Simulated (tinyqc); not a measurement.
Scattering rates of a carrier in a spherical band by Fermi's golden rule: one step, computed by the program tinyqc.

All processes here are isotropic or elastic, and the rate listed is the momentum relaxation rate.

Question. All rates at E. Parabolic band: E = hbar^2 k^2/(2 m), speed v = hbar k/m, states per spin, volume and energy g(E) = m k/(2 pi^2 hbar^2). Masses are multiplied by m_0 and all formulas are in SI units. Phonon occupation N_q = 1/(exp(hbar w/(k_B T)) - 1). Acoustic deformation potential (elastic, equipartition, absorption and emission together): 1/tau = 2 pi k_B T D_A^2 g(E)/(hbar rho v_l^2). Optical or intervalley deformation potential: 1/tau = (pi Z_f D_o^2/(rho w)) [N_q g(E + hbar w) + (N_q + 1) g(E - hbar w)], with g = 0 below the band edge. Singly charged impurities, momentum relaxation: 1/tau = N_I e^4 m (1 + 2 alpha E) Phi/(8 pi (eps_s eps_0)^2 hbar^3 k^3), with alpha = 0 for a parabolic band. Brooks-Herring: Phi = ln(1 + b) - b/(1 + b), b = 4 k^2 L_s^2. Debye screening by free carriers of density N_I: L_s = sqrt(eps_s eps_0 k_B T/(e^2 N_I)). Alloy disorder: 1/tau = (2 pi/hbar) Omega x (1 - x) U^2 g(E), Omega = a^3/4 (other conventions for Omega rescale U). Rates add: 1/tau_m is the sum, and the mean free path is v tau_m.

Inputs (values chosen for the exercise, modelled on holes in germanium):
```
quantity                                            value       unit
density-of-states mass of one valley m              0.298        m_0
static permittivity eps_s                              16          -
density rho                                          5323     kg/m^3
sound velocity v_l                                   5250        m/s
acoustic deformation potential D_A                    4.7         eV
phonon energy hbar w                                 37.6        meV
optical or intervalley deformation potential D_o      7.6  1e8 eV/cm
final valleys Z_f                                       1          -
ionised impurity density N_I                      1.5e+15     1/cm^3
temperature T                                         350          K
carrier energy E                                       39        meV
alloy fraction x                                     0.25          -
alloy potential U                                    0.72         eV
lattice constant a                                   5.41   angstrom
```

Crystal: non-polar. Band: parabolic. Impurity formula: Brooks-Herring. Further scattering: alloy.

Constants: k_B = 1.380649e-23 J/K; e = 1.602176634e-19 C; hbar = 1.054571817e-34 J s; m_0 = 9.1093837015e-31 kg; hbar = 6.582119569e-16 eV s; k_B = 8.617333262e-05 eV/K; eps_0 = 8.8541878128e-12 F/m.

Give: Momentum relaxation rates; momentum relaxation time tau_m; mean free path.

Answer.

Momentum relaxation rates:
```
process             rate (1/s)  share (%)
acoustic            7.5997e+11     13.396
optical absorption  5.9154e+11     10.427
optical emission    2.7819e+11     4.9039
ionised impurity    2.4188e+10    0.42638
alloy               4.0191e+12     70.846
```

momentum relaxation time tau_m = 176.28 fs

mean free path = 37.822 nm

The largest rate is alloy (71 %), then acoustic (13 %).
